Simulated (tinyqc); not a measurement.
# Narrowing from the saturation current

Question. A uniform n-type emitter has J0 = (q p0 D/L)(s + tanh(W/L))/(1 + s tanh(W/L)), D = mup Vt, s = S L/D, and p0 = (ni^2/N) exp(dE_app/kB T), where dE_app = dEg + kB T ln[(N/Nc) exp(-eta)]. Find p0, dE_app and dEg.

Parameters, values chosen for the exercise; band and dielectric values close to those of silicon: temperature T = 400 K; conduction-band density of states at 400 K Nc = 4.36e19 cm^-3; ionised donor density N = 9.2e18 cm^-3; minority-hole mobility mup = 190 cm^2/(V s); emitter width W = 54 nm; recombination velocity at the contact S = 2.4e6 cm/s.

Constants: q = 1.602176634e-19 C, kB = 1.380649e-23 J/K, Vt = kB T/q. Results are converted to the units shown.

J0 = 1.1866036e9 fA/cm^2
L = 4824.6699 nm
ni = 4.2469877e12 cm^-3
converged eta = -1.4814697

Solution. J0 gives p0, its ratio to ni^2/N gives dE_app, and the degeneracy term is taken off.

p0 = 9.192e6 cm^-3
dE_app = 53.26 meV
dEg = 55.82 meV

Program tinyqc, `OMP_NUM_THREADS=1 python tinyqc.py 2330082 2330083 out.jsonl`; Intel Xeon 2.30GHz, shared host, one thread, about 0.01 s.
